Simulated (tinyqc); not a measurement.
# Surface potential of a MOS transistor: implicit equation and explicit approximations: effects of single changes

p-type body, charge-sheet picture, depletion and inversion only, full ionisation (an idealisation for deep acceptors), Boltzmann statistics (rough once Na exp(x - xn) passes about Nc/7). In units of Vt: xg = (Vg - Vfb)/Vt, x = psi/Vt, G = gamma/sqrt(Vt), xn = (2 phiF + Vc)/Vt. The implicit equation is (xg - x)^2 = G^2 [x - 1 + exp(x - xn)] for x above about 3. Cox = eps0 eox/tox.

Values chosen for this exercise; band and dielectric values close to those of silicon:
- T = 400 K (temperature)
- Eg = 1.1 eV (band gap)
- eps_r = 11.9 (relative permittivity)
- Nc = 4.36e19 cm^-3 (conduction-band density of states at T)
- Nv = 4.03e19 cm^-3 (valence-band density of states at T)
- eox = 21.4 (relative permittivity of the gate insulator (close to hafnium oxide))
- tox = 51 nm (insulator thickness)
- Na = 1.6e17 cm^-3 (acceptor density)
- Vfb = -0.69 V (flat-band voltage)
- Vc = 0.2 V (channel-body voltage)
- Vg = 1.2 V (gate-body voltage)

Constants: q = 1.602176634e-19 C, kB = 1.380649e-23 J/K, Vt = kB T/q, eps0 = 8.8541878128e-14 F/cm where lengths are in cm. Results are converted to the units shown.

Each table varies one quantity; the others keep the values above.

## Accuracy of the approximations against gate voltage

ni = sqrt(Nc Nv) exp(-Eg/(2 Vt)), Eg in volts; phiF = Vt ln(Na/ni); gamma = sqrt(2 q eps0 eps_r Na)/Cox; VT = Vfb + Vt (xn + G sqrt(xn - 1)). Depletion value a = 1 + [sqrt(G^2/4 + xg - 1) - G/2]^2; inversion value b = xn + ln[(xg - xn)^2/G^2 - xn + 1] and first guess y = min(a, b) - ln(1 + exp(-|a - b|)) if a > xn + 1, else b = y = a; one second-order correction with D = exp(y - xn), p = 2 (xg - y) + G^2 (1 + D), w = (xg - y)^2 - G^2 (y - 1 + D): z = y + 2 w/(p + sqrt(p^2 - 2 (2 - G^2 D) w)), or the Newton step z = y + w/p where the root is not real. N_inv = (Cox Vt G/q) [sqrt(x - 1 + exp(x - xn)) - sqrt(x - 1)] at the root. Lambert form (Cox m Vt/q) W0[(G/(2 m sqrt(xn - 1))) exp((Vg - VT)/(m Vt))], m = 1 + G/(2 sqrt(xn - 1)). Errors under 1e-4 mV, and the linear form below VT, are printed as 0.

Result of one run:
```
Vg (V)	psi (V)	x - xn	error of y (mV)	error of z (mV)	N_inv (cm^-2)	Cox (Vg - VT)/q (cm^-2)	Lambert form (cm^-2)
1.01	0.9929	2.226	18.3	-1.02	2.196e11	4.556e11	2.272e11
```

What becomes of these results when the gate-body voltage Vg is changed from 1.01 to 0.41 V, all else the same?

Result of the changed run:
```
Vg (V)	psi (V)	x - xn	error of y (mV)	error of z (mV)	N_inv (cm^-2)	Cox (Vg - VT)/q (cm^-2)	Lambert form (cm^-2)
0.41	0.6209	-8.564	1.91e-3	0	6.229e6	0	4.088e6
```

The whole series:
```
Vg (V)	psi (V)	x - xn	error of y (mV)	error of z (mV)	N_inv (cm^-2)	Cox (Vg - VT)/q (cm^-2)	Lambert form (cm^-2)
0.41	0.6209	-8.564	1.91e-3	0	6.229e6	0	4.088e6
0.61	0.7651	-4.381	0.115	0	3.658e8	0	3.165e8
0.81	0.9069	-0.2675	6.57	-7.36e-3	2.033e10	0	2.037e10
1.01	0.9929	2.226	18.3	-1.02	2.196e11	4.556e11	2.272e11
1.21	1.030	3.304	18.0	-1.24	5.700e11	9.194e11	5.893e11
1.41	1.052	3.948	14.2	-0.551	9.662e11	1.383e12	9.971e11
1.61	1.068	4.413	11.9	-0.302	1.381e12	1.847e12	1.423e12
1.81	1.081	4.779	10.3	-0.190	1.807e12	2.311e12	1.858e12
2.01	1.091	5.083	9.17	-0.131	2.239e12	2.774e12	2.299e12
```

psi rises from 0.621 to 1.09 V and ends 5.1 Vt above 2 phiF + Vc. Among the rows the first guess is off by at most 18 mV (at Vg = 1.01 V) and the corrected value by at most 1.2 mV. In the last row the linear form is 24 % above N_inv and the Lambert form 2.7 % above it; in the first row the Lambert form is 34 % below it. For Vg = 1.41, 1.61, 1.81, 2.01 the electron quasi-Fermi level lies less than 2 Vt below the band edge at the surface, or above it, where degeneracy and confinement, left out, matter.

## Effect of the acceptor density at fixed gate voltage

Same model as above.

Vfb is held fixed.

Effect of the acceptor density at fixed gate voltage:
```
Na (cm^-3)	psi (V)	x - xn	error of y (mV)	error of z (mV)	N_inv (cm^-2)	Cox (Vg - VT)/q (cm^-2)	Lambert form (cm^-2)
5.3e15	0.9429	7.591	17.1	-1.16	1.945e12	2.591e12	2.085e12
1.2e16	0.9685	6.700	16.0	-0.899	1.753e12	2.339e12	1.861e12
2.6e16	0.9918	5.830	15.2	-0.738	1.511e12	2.040e12	1.590e12
5.6e16	1.013	4.902	15.1	-0.696	1.185e12	1.654e12	1.238e12
1.2e17	1.027	3.801	16.6	-0.962	7.486e11	1.138e12	7.761e11
2.7e17	1.011	1.717	13.6	-0.304	1.748e11	3.694e11	1.796e11
5.9e17	0.8231	-5.309	0.0688	0	2.673e8	0	2.170e8
1.3e18	0.5768	-14.03	0	0	7.776e4	0	2.001e4
```

As Na goes from 5.3e15 to 1.3e18, psi goes from 0.943 through a maximum of 1.03 (at Na = 1.2e17 among the rows listed) to 0.577 V, x - xn falls from 7.59 to -14.0 and N_inv falls from 1.94e12 to 77800 cm^-2. The Lambert form lies between 0.257 and 1.07 times N_inv. For Na = 5.3e15, 1.2e16, 2.6e16, 5.6e16 the electron quasi-Fermi level lies less than 2 Vt below the band edge at the surface, or above it, where degeneracy and confinement, left out, matter.

Numbers from tinyqc (`OMP_NUM_THREADS=1 python tinyqc.py 2122141 2122142 out.jsonl`; about 0.01 s on one thread of a shared Intel Xeon 2.30GHz).
